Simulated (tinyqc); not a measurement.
Worked calculation: inversion-layer mobility, back-scattering and ballistic limit of a field-effect transistor. Computed by tinyqc, a small Python program that keeps every step. Command: `OMP_NUM_THREADS=1 python tinyqc.py 3025848 3025849 out.jsonl mos walk`. One thread of a shared host (Intel(R) Xeon(R) Processor @ 2.30GHz), about 0.01 s of CPU time with the checks. Intermediate numbers are printed to about 6 digits and carried at full precision; extremes and crossings named in words are read from the listed rows.

The charge at the top of the source barrier is fixed by the gate; series resistance and short-channel effects are left out. F_j are Fermi integrals normalised to exp(eta) in the classical limit.

Inputs (values chosen for the exercise, modelled on a silicon n-channel): transport mass m = 0.18 m_0; valley degeneracy g_v = 2; weight w of the inversion charge = 0.5; permittivity eps = 11.7; phonon mobility at 1 MV/cm and 300 K, mu_ph = 360 cm^2/(V s); roughness mobility at 1 MV/cm, mu_sr = 1600 cm^2/(V s); Coulomb mobility at N_inv = 1e12/cm^2, mu_C = 630 cm^2/(V s); electrical oxide thickness t_inv = 1.1 nm; depletion charge N_dep = 2.8e+11 1/cm^2; gate overdrive V_G - V_T = 0.53 V; drain voltage V_D = 0.05 V; channel length L = 28 nm; exponent a of the critical length = 0.81; temperature T = 300 K.

Statistics at the top of the barrier: Fermi-Dirac.

Constants: eps_0 = 8.8541878128e-12 F/m; e = 1.602176634e-19 C; m_0 = 9.1093837015e-31 kg; k_B = 1.380649e-23 J/K; hbar = 1.054571817e-34 J s; k_B = 8.617333262e-05 eV/K.

## Charge and field

N_inv = 3.9 eps_0 (V_G - V_T)/(e t_inv); effective field E_eff = e (N_dep + w N_inv)/(eps eps_0).

inversion density N_inv = 1.03845e+13 1/cm^2

effective field E_eff = 0.846335 MV/cm

## Effective mobility

mu_phonon = mu_ph (E_eff/1 MV/cm)^(-0.3) (T/300 K)^(-1.75); mu_rough = mu_sr (E_eff/1 MV/cm)^(-2); mu_Coulomb = mu_C (N_inv/1e12 cm^-2) (T/300 K); Matthiessen's rule adds 1/mu.

phonon part = 378.477 cm^2/(V s)

roughness part = 2233.75 cm^2/(V s)

Coulomb part = 6542.24 cm^2/(V s)

effective mobility mu = 308.385 cm^2/(V s)

The phonon part is the lowest and holds 81 % of 1/mu.

## Ballistic limit

F_j(eta) = (1/Gamma(j + 1)) int_0^infinity x^j/(1 + exp(x - eta)) dx, F_0 = ln(1 + exp(eta)). Integrals over x = E/(k_B T) use 160 Gauss-Legendre points in u = sqrt(x) from 0 to sqrt(max(eta, 0) + 32). Ballistic channel: N_2D = g_v m k_B T/(pi hbar^2), U = e V_D/(k_B T); eta_F solves N_inv = (N_2D/2)[F_0(eta_F) + F_0(eta_F - U)]; v_T = sqrt(2 k_B T/(pi m)); I/W = e (N_2D/2) v_T [F_1/2(eta_F) - F_1/2(eta_F - U)]; injection velocity v_T F_1/2(eta_F)/F_0(eta_F).

N_2D = 3.88771e+12 1/cm^2

eta_F = 3.53158

thermal velocity v_T = 1.26812 1e7 cm/s

injection velocity = 1.96685 1e7 cm/s

ballistic current I/W = 1284.93 microampere/micrometre

Degeneracy raises the injection velocity by a factor 1.55.

## Back-scattering

Mean free path lambda = (2 k_B T/e)(mu/v_T) F_0(eta_0)/F_-1/2(eta_0), with eta_0 from N_inv = N_2D F_0(eta_0); critical length l = L (1 + U)^(-a), an empirical rule; back-scattering r = l/(l + lambda). Then eta solves N_inv = (N_2D/2)[(1 + r) F_0(eta) + (1 - r) F_0(eta - U)] and I/W = e (N_2D/2) v_T (1 - r)[F_1/2(eta) - F_1/2(eta - U)]. Ballistic ratio: I over the ballistic current. Apparent mobility 1/(1/mu + 1/mu_B), mu_B = mu L/lambda.

eta_0 = 2.59943

mean free path lambda = 19.7012 nm

critical length l = 11.7086 nm

back-scattering coefficient r = 0.372768

current I/W = 737.453 microampere/micrometre

ballistic ratio = 0.573925

apparent low-field mobility = 181.018 cm^2/(V s)

L/lambda = 1.42, but at this drain voltage only the first 11.7 nm can return a carrier to the source, so the device works at 57 % of its ballistic limit.

## Channel length

The last column is the long-channel law e N_inv mu V/L with V = V_D - V_D^2/(2 V_ov) below pinch-off and V_ov/2 above, V_ov = V_G - V_T.

Currents (microampere/micrometre):
```
L (nm)         r      I/W  ballistic ratio  long-channel law
5       0.095944  1136.40         0.884408           4888.84
10      0.175090  1017.81         0.792116           2444.42
20      0.298002   840.81         0.654361           1222.21
40      0.459170   622.12         0.484164            611.10
80      0.629358   407.86         0.317420            305.55
160     0.772523   240.88         0.187464            152.78
400     0.894627   107.90         0.083976             61.11
1000    0.955006    45.31         0.035261             24.44
```

The current scales as L^-0.95 at the long end and as L^-0.16 at the short end, where it reaches 88 % of the ballistic 1280. The long-channel law passes the ballistic limit between 10.0 and 20.0 nm and has no meaning below. At 1000 nm the model gives 1.85 times the long-channel law; the rule for l is a fit for short devices and fails wherever the model exceeds that law. Raising mu by 10 % at 20 nm raises I by 3.3 %.

## The mobility curve

The formulas are those given above.

Mobilities (cm^2/(V s)):
```
V_G - V_T (V)  N_inv (1/cm^2)  E_eff (MV/cm)   phonon    roughness  Coulomb    total
0.03              5.87803e+11        0.08876  744.455  2.03093e+05    370.3  247.000
0.06              1.17561e+12        0.13421  657.603  8.88232e+04    740.6  346.965
0.12              2.35121e+12        0.22512  563.089  3.15705e+04   1481.3  402.788
0.20              3.91868e+12        0.34633  494.827  1.33391e+04   2468.8  399.851
0.35              6.85770e+12        0.57361  425.322  4.86284e+03   4320.3  358.646
0.50              9.79671e+12        0.80088  384.797  2.49451e+03   6171.9  316.288
0.75              1.46951e+13        1.17967  342.590  1.14974e+03   9257.9  256.626
1.00              1.95934e+13        1.55846  315.133  6.58765e+02  12343.9  209.544
1.50              2.93901e+13        2.31603  279.820  2.98285e+02  18515.8  143.262
```

The lowest part is Coulomb at 0.0300, phonon from 0.0600 to 1.50 V. The total peaks at 403 near E_eff = 0.23 MV/cm: screening lifts it at low density and the field presses it down at high density.

Checks made by the program: long channel and small V_D against the drift formula e N mu V_D/L (relative difference 3e-04).
